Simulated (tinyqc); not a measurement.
Hole subbands of a hard-walled well, four-band Luttinger model: sweeps and comparisons. A value that a table varies takes the place of the one given here.

Hole energies are counted downwards from the unstrained band edge, c = hbar^2/2m0. After the usual block transformation one block is H = [[P + Q - Zs, R - i S], [R + i S, P - Q + Zs]] in (heavy, light), with P +/- Q = c [(g1 +/- g2) k^2 + (g1 -/+ 2 g2) kz^2], R = sqrt(3) c gR k^2, S = 2 sqrt(3) c g3 k kz, kz = -i d/dz; axial approximation gR = (g2 + g3)/2. Zs = b (e_par - e_perp) is the shear part of the strain (the hydrostatic part shifts all levels alike and is left out). Basis sqrt(2/L) sin(n pi z/L), n = 1 to N, for each component: kz^2 gives (n pi/L)^2 and the heavy-light block is R delta_nm - 2 sqrt(3) c g3 k D_nm with D_nm = 4 n m/(L (n^2 - m^2)) for n + m odd, 0 otherwise. The other block has the same levels. The split-off band is left out.

Constants: hbar^2/2m0 = 3.80998211 eV angstrom^2.

Inputs chosen for the exercise (near those of GaAs; not measured data): g1 = 6.94 (Luttinger gamma1); g2 = 2.04 (gamma2); g3 = 2.89 (gamma3); L = 120 angstrom (well width along [001]); k = 0.0288 1/angstrom (wave vector in the plane); Zlist = (-0.0273, -0.0167, -0.0086, -0.0023, 0, 0.0051, 0.0178) eV (shear strain energies (negative: tension in the plane, for b < 0)).

## Which coupling does what

shear strain energy Zs = -0.025451 eV
N = 20, at the given k. Diagonal: R = S = 0. Along [100] and [110] gR is g2 and g3 instead of their mean.

Hole energies (meV):
```
model        E1     E2     E3      E4
diagonal  18.81  61.30  83.70  105.14
R alone   14.89  65.22  77.19  111.65
S alone    9.35  43.63  76.71   76.72
axial      6.38  42.46  77.32   77.77
[100]      7.28  42.86  77.23   77.34
[110]      5.34  41.97  77.39   78.31
```

The couplings move E1 by -12.43 meV: R alone by -3.92, S alone by -9.46, so S matters more at k L/pi = 1.10 (R grows as k^2 and joins equal n, S as k and joins n of opposite parity). Warping spreads E1 by 1.95 meV between [100] and [110], the hole being heavier along [110]; the axial value lies between them.

## Strain

N = 20. dE is the rise of the top subband from k = 0 to k1 = pi/(4L), m1 = c k1^2/dE (dash if dE is not positive), and the heavy weight is taken at k = pi/L.

Top subband:
```
Zs (eV)  HH1 (meV)  LH1 (meV)  dE (meV)  heavy weight  m1 (m0)
-0.0273       34.8        1.5     0.198         0.127    0.824
-0.0167       24.2       12.1    -0.147         0.221        -
-0.0086       16.1       20.2     0.922         0.354    0.177
-0.0023        9.8       26.5     1.116         0.509    0.146
0.0000         7.5       28.8     1.137         0.575    0.144
0.0051         2.4       33.9     1.171         0.716    0.139
0.0178       -10.3       46.6     1.226         0.900    0.133
```

HH1 and LH1 cross at Zs = -2 c g2 (pi/L)^2 = -0.0107 eV; for more negative Zs the light hole is on top. Among the rows with HH1 on top, m1 goes from 0.177 to 0.133 m0 as the splitting widens from 4 to 57 meV, against the unmixed 1/(g1 + g2) = 0.111: compression lightens the holes here. A dash marks a top subband whose hole energy at k1 lies below that at k = 0: an electron-like (negative) mass. m1 describes the neighbourhood of k = 0 only; where HH1 and LH1 lie close, the band may peak further out.

## Size of the sine basis

The four lowest hole energies at the given k for growing N.

Hole energies (meV):
```
N      E1      E2      E3       E4
2   7.558  50.568  90.483  120.343
3   6.784  43.477  81.950   84.292
4   6.596  42.967  77.979   78.224
6   6.450  42.609  77.514   77.902
10  6.392  42.493  77.362   77.795
20  6.377  42.465  77.323   77.766
40  6.375  42.461  77.318   77.763
80  6.374  42.461  77.317   77.762
```

Is N = 3 enough for 1 meV in the two lowest levels?

No: against N = 80, N = 3 errs by up to 1.02 meV in E1 and E2, always upwards, as a variational basis must. Both are within 0.1 meV of N = 80 from N = 10 on; N = 40 and N = 80 differ by 4.7e-04 meV at most.

Computed by tinyqc, a small Python program: `OMP_NUM_THREADS=1 python tinyqc.py 1280396 1280397 out.jsonl` (the numbers bound the seed that draws the inputs); one thread of a shared host (Intel(R) Xeon(R) Processor @ 2.30GHz), about 0.1 s for the whole set of steps.
